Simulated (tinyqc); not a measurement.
Domain walls in a thin film with perpendicular anisotropy: Bloch, Neel and chiral walls, motion and stripe domains: one step, computed by the program tinyqc. Command: `OMP_NUM_THREADS=1 python tinyqc.py 3008048 3008049 out.jsonl mwall walk`. One thread of a shared host (Intel(R) Xeon(R) Processor @ 2.30GHz), about 0.01 s of CPU time with the checks.

One-dimensional wall: polar angle theta(x), azimuth phi of the moment in the wall (phi = 0 Neel, 90 degrees Bloch). mu_0 = 1.25663706212e-6 T m/A, gamma = 1.76085963023e11 rad/(s T).

Problem. Bloch or Neel. sigma(phi) = sigma_0 + 2 Delta K_D cos^2(phi) - pi D cos(phi), with the wall shape anisotropy K_D = N_x mu_0 M_s^2/2, N_x = t ln 2/(pi Delta). The minimum has cos(phi) = D/D_N for D < D_N = 4 Delta K_D/pi and phi = 0 beyond; sigma turns negative at D_c = (sigma_0 + 2 Delta K_D)/pi.

Inputs (values chosen for the exercise, for a model film): saturation magnetisation M_s = 842 kA/m; DMI constant D = 0.72 mJ/m^2; thickness t = 2.8 nm.

width parameter Delta = 8.880874 nm

sigma_0 = 7.656904 mJ/m^2

Give: K_D; D_N; azimuth phi; wall energy sigma; D_c.

Solution.

K_D = 30.99 kJ/m^3

D_N = 0.3504 mJ/m^2

azimuth phi = 0 degrees

wall energy sigma = 5.945 mJ/m^2

D_c = 2.612 mJ/m^2

A pure chiral Neel wall. D is 0.28 of D_c.
